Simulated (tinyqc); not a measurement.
Worked calculation: coupled-perturbed Hartree-Fock on RHF in the sto-6g basis, for H2, spin multiplicity 1. One step of it, computed by the program tinyqc.

Task: Response to a field: uncoupled start. Field along z; U_ai = -mu_ai / (e_a - e_i), alpha = -4 sum U_ai mu_ai.

orbital energies (hartree): MO1 -0.585807, MO2 0.675242

dipole integrals <a|z|i> (bohr), order a2:
$$\begin{pmatrix}
-0.926587
\end{pmatrix}$$

Give: uncoupled U; uncoupled polarisability.

Result:

uncoupled U, order a2:
$$\begin{pmatrix}
0.735
\end{pmatrix}$$

uncoupled polarisability = 2.723 bohr^3
